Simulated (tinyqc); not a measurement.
Specific resistance of a metal-semiconductor contact and its transmission-line measurement: one step, computed by the program tinyqc.

The barrier is parabolic (depletion approximation), energies E are normal energies counted from the band edge in the neutral semiconductor (downwards for holes), and the bias is zero. xi is an input, held fixed when other inputs move.

Problem. Tunnelling energy and barrier. E_00 = (e hbar/2) sqrt(N/(eps eps_0 m)); band bending E_b = phi_B + xi; depletion width w = sqrt(2 eps eps_0 E_b/(e^2 N)).

Inputs (values chosen for the exercise, modelled on n-type 4H-SiC):
```
quantity,value,unit
tunnelling mass m,0.3,m_0
permittivity eps,9.7,-
barrier height phi_B,1.2,eV
doping N,2.9e+19,1/cm^3
"Fermi level above the band edge in the bulk, xi",-0.00084,eV
temperature T,500,K
```

Image-force lowering: left out.

Constants: hbar = 1.054571817e-34 J s; eps_0 = 8.8541878128e-12 F/m; m_0 = 9.1093837015e-31 kg; k_B = 8.617333262e-05 eV/K; e = 1.602176634e-19 C.

Give: E_00; E_00/k_B T; depletion width; barrier used, above the bulk band edge.

Solution.

E_00 = 58.61 meV

E_00/k_B T = 1.360

depletion width = 6.658 nm

barrier used, above the bulk band edge = 1.19916 eV

By the usual rule this is thermionic-field emission (0.5 to 5 k_B T).
